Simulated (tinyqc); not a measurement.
Electromigration in a confined line: Blech product, Korhonen stress evolution and Black's law: one step, computed by the program tinyqc. Command: `OMP_NUM_THREADS=1 python tinyqc.py 3010204 3010205 out.jsonl emigr walk`. One thread of a shared host (Intel(R) Xeon(R) Processor @ 2.30GHz), about 0.02 s of CPU time with the checks.

The electron wind pushes atoms from the cathode (x = 0) to the anode (x = L); blocking ends build a back stress (tension positive). The input rho is taken not to change with temperature. d sigma/dt = d/dx [kappa (d sigma/dx + G)], with zero flux at both ends and sigma = sigma_0 at t = 0.

Task: Stress along the line. sigma(x, t) = sigma_0 + G L [1/2 - x/L - 4 sum_(m odd) cos(m pi x/L) exp(-m^2 pi^2 s)/(m pi)^2], s = t/tau, summed to m = 399. Steady state: sigma_0 + G L (1/2 - x/L). Take x/L = 0, 0.1, 0.2, 0.3, 0.4, 0.6, 0.8 and 1.

Inputs (values chosen for the exercise, close to those used for aluminium lines): critical stress sigma_c = 370 MPa; initial stress sigma_0 = 180 MPa; line length L = 110 um; test temperature T = 300 C; time as a fraction of L^2/kappa, s = 0.0061.

Start: thermal stress.

stress gradient G = 6.601740 MPa/um

Give: Stress (MPa).

Result:

Stress (MPa):
```
x/L  at time s  steady state
0.0     244.00        543.10
0.1     195.95        470.48
0.2     182.23        397.86
0.3     180.16        325.24
0.4     180.01        252.62
0.6     179.99        107.38
0.8     177.77        -37.86
1.0     116.00       -183.10
```

Caution: stresses above sigma_c are formal, since a void forms first.
